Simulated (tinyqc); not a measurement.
# Worked calculation: a chain with uneven site energies and dephasing by Buettiker voltage probes

tinyqc, about 0.01 s, one thread, Intel Xeon 2.30GHz (shared host): `OMP_NUM_THREADS=1 python tinyqc.py 2700020 2700021 out.jsonl` Printed values are rounded.

Sites 1 to 6 form a chain with hopping -t. Lead L joins site 1 and lead R site 6, both semi-infinite chains with hopping -t and site energy 0. Every site carries a probe with self-energy -i Gamma_p/2 that draws no net current. Linear response at zero temperature: mu_L = 1, mu_R = 0 in units of the bias.

Values chosen for this exercise: hopping (matrix element -t) t = 1 eV; site energies 1 to N U = [-0.37, 1.01, -0.23, 0.08, -0.04, -0.12] eV; Fermi energy E = 0.45 eV; probe broadening Gamma_p gp = 0.47 eV.

Constants: q = 1.602176634e-19 C, h = 6.62607015e-34 J s. Results are converted to the units shown.

## Green function

Sigma = t^2 g(E), g(x) = (x - i sqrt(4 t^2 - x^2))/(2 t^2) for |x| < 2 t and (x - sign(x) sqrt(x^2 - 4 t^2))/(2 t^2) otherwise; Gamma = -2 Im Sigma; G = (E - H - Sigma_L - Sigma_R + i Gamma_p/2)^(-1).

Sigma = 0.2250000-0.9743588i eV
Gamma = 1.948718 eV

G (1/eV):
```
                       1                      2                      3                      4
1   0.2628461-0.4057316i   0.3529315-0.0764649i  -0.0831737+0.2799724i  -0.2305798-0.0943705i
2   0.3529315-0.0764649i  -0.3024677-0.3813242i   0.3880754-0.0659967i   0.0230672+0.3350042i
3  -0.0831737+0.2799724i   0.3880754-0.0659967i   0.2849867-0.4081283i   0.3222234+0.2765521i
4  -0.2305798-0.0943705i   0.0230672+0.3350042i   0.3222234+0.2765521i  -0.1771894-0.5987822i
5   0.1463112-0.1908691i  -0.3178843-0.0633756i  -0.3392196+0.2300815i   0.6026228-0.0133632i
6   0.1140331+0.1535133i   0.1178029-0.2292474i  -0.1019367-0.3095755i  -0.1212362+0.4637138i

                       5                      6
1   0.1463112-0.1908691i   0.1140331+0.1535133i
2  -0.3178843-0.0633756i   0.1178029-0.2292474i
3  -0.3392196+0.2300815i  -0.1019367-0.3095755i
4   0.6026228-0.0133632i  -0.1212362+0.4637138i
5   0.1131088-0.3667535i   0.2557668+0.1664919i
6   0.2557668+0.1664919i   0.0350360-0.6054000i
```

## Transmissions between terminals

With Gamma the broadening by one lead, T_RL = Gamma^2 |G_(6,1)|^2, T_pL = Gamma Gamma_p |G_(p,1)|^2, T_pR = Gamma Gamma_p |G_(p,6)|^2, T_pq = Gamma_p^2 |G_(p,q)|^2 for p != q.

T_RL = 0.1388741

```
probe       T_pL       T_pR
1      0.2140509  0.0334942
2      0.1194399  0.0608448
3      0.0781282  0.0972940
4      0.0568524  0.2104079
5      0.0529736  0.0853032
6      0.0334942  0.3368090
```

T_pq:
```
            1           2           3           4           5           6
1  0.00000000  0.02880702  0.01884330  0.01371189  0.01277640  0.00807829
2  0.02880702  0.00000000  0.03423025  0.02490867  0.02320928  0.01467480
3  0.01884330  0.03423025  0.00000000  0.03983026  0.03711285  0.02346577
4  0.01371189  0.02490867  0.03983026  0.00000000  0.08026022  0.05074707
5  0.01277640  0.02320928  0.03711285  0.08026022  0.00000000  0.02057378
6  0.00807829  0.01467480  0.02346577  0.05074707  0.02057378  0.00000000
```

## Probe potentials and effective transmission

No current into probe p: W mu = T_pL with W_pp = T_pL + T_pR + sum_q T_pq and W_pq = -T_pq. Then T_eff = T_RL + sum_p T_pR mu_p, and the resistance is (h/2q^2)/T_eff.

W:
```
            1           2           3           4           5           6
1   0.3297620  -0.0288070  -0.0188433  -0.0137119  -0.0127764  -0.0080783
2  -0.0288070   0.3061146  -0.0342302  -0.0249087  -0.0232093  -0.0146748
3  -0.0188433  -0.0342302   0.3289047  -0.0398303  -0.0371129  -0.0234658
4  -0.0137119  -0.0249087  -0.0398303   0.4767183  -0.0802602  -0.0507471
5  -0.0127764  -0.0232093  -0.0371129  -0.0802602   0.3122093  -0.0205738
6  -0.0080783  -0.0146748  -0.0234658  -0.0507471  -0.0205738   0.4878430
```

mu_p, probe 1 to 6: 0.7540454  0.5691913  0.4293366  0.2878708  0.3787456  0.1648357
T_eff = 0.3889311
resistance = 33.18429 kohm

Without probes the transmission is 0.5246. With them, 35.7 % of the current crosses without entering a probe.

## Current at both leads

In units of (2 q^2/h) times the bias, T_RL + sum_p T_pL (1 - mu_p) leaves L and T_RL + sum_p T_pR mu_p enters R.

current leaving L = 0.3889311
current entering R = 0.3889311

The two are equal: the probes conserve the current.
